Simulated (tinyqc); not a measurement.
From one set of inputs to another, one input at a time: leakage through a gate insulator: direct, Fowler-Nordheim, trap-assisted and Poole-Frenkel currents. Computed by tinyqc, a small Python program. Command: `OMP_NUM_THREADS=1 python tinyqc.py 3024971 3024972 out.jsonl oxideleak ladder`. One thread of a shared host (Intel(R) Xeon(R) Processor @ 2.30GHz), about 0.01 s of CPU time with the checks.

Electrons enter from the cathode Fermi level at x = 0; the conduction band of the insulator lies phi_b - e F x above it, F = V/t. WKB exponents use a parabolic band with mass m.

The inputs printed are set A. Inputs not listed in the table keep their values of set A, so the rows need not describe a real material.

Inputs (values chosen for the exercise, with an insulator like SiO2):
```
quantity,value,unit
thickness t,7.2,nm
barrier phi_b,3.2,eV
tunnelling mass m,0.45,m_0
static constant eps_ox,3.81,-
voltage across the insulator V,3.3,V
trap depth phi_t,1.8,eV
trap density N_t,2.5e+18,cm^-3
attempt rate nu_0,2e+12,1/s
activation of capture E_a,0.16,eV
temperature T,400,K
```

Constants: hbar^2/(2 m_0) = 3.80998212 eV angstrom^2; e = 1.602176634e-19 C; hbar = 1.054571817e-34 J s; k_B = 8.617333262e-05 eV/K.

Method:
- For a level a distance phi(x) below the band, the WKB exponent is 2 int kappa dx with kappa = sqrt(m phi/(hbar^2/2m_0)); for a linear barrier from phi_1 down to phi_2 = max(phi_1 - e F d, 0) it is G = (4/3) sqrt(m/(hbar^2/2m_0)) (phi_1^(3/2) - phi_2^(3/2))/(e F).
- J_tun = e^3 F^2/(16 pi^2 hbar m phi_b) x exp(-G) / [1 - sqrt(phi_2/phi_b)]^2 with the free-electron mass in the cathode (m in m_0), phi_2 = max(phi_b - e V, 0): direct tunnelling for e V < phi_b, Fowler-Nordheim above. Image forces, back-flow and the limit on supply are left out, so J_tun is overstated below about 0.5 V.
- Equivalent oxide thickness = 3.9 t/eps_ox.
- A trap at depth x lies phi_t below the band. Capture: tunnel at the cathode Fermi level from 0 to x (G_in from phi_1 = phi_b), rate nu_0 exp(-G_in - E_c/k_B T) with E_c = E_a + max(phi_b - phi_t - e F x, 0), the last term being the height of the trap above the cathode Fermi level. Emission: tunnel from the trap level to the anode (G_out from phi_1 = phi_t over t - x), rate nu_0 exp(-G_out - E_a/k_B T). Re-emission to the cathode follows from detailed balance, rate_back = rate_in exp(dE/k_B T) with dE = phi_b - phi_t - e F x. Each trap passes R = rate_in rate_out/(rate_in + rate_back + rate_out) electrons per second; filling from the anode is left out.
- J_TAT = e N_t int_0^t R dx by the midpoint rule on 400 intervals; the most effective depth is the midpoint with the largest R, rounded to 0.01 nm.
- J = J_tun + J_TAT (the Poole-Frenkel bound is not added); the ratio J/J_tun is the excess that stress-made traps add.

Each row keeps all changes above it:
```
input moved,from,to,tunnelling current J_tun (A/cm^2),trap-assisted current J_TAT (A/cm^2),total current J (A/cm^2)
set A,-,-,3.1410e-18,1.1908e-12,1.1908e-12
barrier phi_b (eV),3.2,2.29,2.8223e-08,4.2419e-08,7.0642e-08
voltage across the insulator V (V),3.3,2.4,3.4002e-14,6.6062e-11,6.6096e-11
tunnelling mass m (m_0),0.45,0.34,2.2846e-11,3.3829e-09,3.4058e-09
trap density N_t (cm^-3),2.5e+18,7.2e+17,2.2846e-11,9.7428e-10,9.9713e-10
activation of capture E_a (eV),0.16,0.1,2.2846e-11,5.5546e-09,5.5774e-09
trap depth phi_t (eV),1.8,1.5,2.2846e-11,1.4280e-07,1.4282e-07
thickness t (nm),7.2,5.2,4.3342e-06,4.9088e-05,5.3422e-05
```

Where does the difference come from?

Tunnelling current J_tun goes from 3.14e-18 to 4.33e-6, a factor 1.38e12 in all. The largest single move comes from barrier phi_b (a factor 8.99e9), and voltage across the insulator V works against it (a factor 1.20e-6). Trap-assisted current J_TAT goes from 1.19e-12 to 4.91e-5, a factor 4.12e7 in all. The largest single move comes from barrier phi_b (a factor 35600), and voltage across the insulator V works against it (a factor 0.00156). Total current J goes from 1.19e-12 to 5.34e-5, a factor 4.49e7 in all. The largest single move comes from barrier phi_b (a factor 59300), and voltage across the insulator V works against it (a factor 9.36e-4). The single moves hold for this order of the switches; the total does not depend on the order.

Extremes, crossings and ranges named in words are read from the listed rows.
